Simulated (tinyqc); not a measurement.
What each parameter does: polytypes by hexagonality, and a cubic inclusion as a quantum well.

Gap: E3 + (E2 - E3) h. Valence top Ev2 h and polarisation P2 h, both counted from 3C; Ec = Ev + gap.

A cubic inclusion of width L = N d in the host (h = 1) is a well of depth V = Ec(host) - Ec(3C). Square well with mass mismatch: k tan(k L/2) = (m_w/m_b) q, k = sqrt(m_w E/c), q = sqrt(m_b (V - E)/c), c = hbar^2/2m0, lowest root. The depth of the level, V - E, is its binding, and the transition to the valence top of the host is gap(host) - (V - E). The step in polarisation gives a field |F| = |P|/(eps eps0) in a thin inclusion, eps0 = 8.8541878e-12 F/m.

Constants: hbar^2/2m0 = 3.80998211 eV angstrom^2.

Inputs chosen for the exercise (of the order of those of InAs; the results hold for these values, not for the real material):
- E3 = 0.418 eV (gap of the cubic polytype)
- E2 = 0.461 eV (gap of 2H)
- Ev2 = 0.045 eV (valence top of 2H above that of 3C)
- P2 = 0.0022 C/m^2 (spontaneous polarisation of 2H)
- m = (0.024, 0.024) m0 (electron mass along c in the cubic layer and in the host)
- d = 3.507 angstrom (thickness of a double layer)
- eps = 15.2 (dielectric constant)
- N = 9 (double layers in the cubic inclusion)

Well depth, depth of the level, transition without the field and field.

Results for these values:

| case | V (eV) | depth (eV) | transition (eV) | \|F\| (MV/cm) |
|---|---|---|---|---|
| base | 0.0880 | 0.0103 | 0.4507 | 0.163 |

What happens to each result for m = (0.029, 0.024) m0, all else kept?

Answer: V does not change at the printed digits; depth rises from 0.0103 to 0.0104; transition falls from 0.4507 to 0.4506; |F| does not change at the printed digits.

The same for each parameter in turn:

| case | V (eV) | depth (eV) | transition (eV) | \|F\| (MV/cm) |
|---|---|---|---|---|
| base | 0.0880 | 0.0103 | 0.4507 | 0.163 |
| N = 10 | 0.0880 | 0.0123 | 0.4487 | 0.163 |
| Ev2 = 0.075 eV | 0.1180 | 0.0176 | 0.4434 | 0.163 |
| E3 = 0.398 eV | 0.1080 | 0.0150 | 0.4460 | 0.163 |
| E2 = 0.491 eV | 0.1180 | 0.0176 | 0.4734 | 0.163 |
| P2 = 0.0029 C/m^2 | 0.0880 | 0.0103 | 0.4507 | 0.215 |
| eps = 16.2 | 0.0880 | 0.0103 | 0.4507 | 0.153 |
| m = (0.029, 0.024) m0 | 0.0880 | 0.0104 | 0.4506 | 0.163 |

tinyqc: `OMP_NUM_THREADS=1 python tinyqc.py 1850077 1850078 out.jsonl`; about 0.07 s, one thread, shared Intel(R) Xeon(R) Processor @ 2.30GHz.
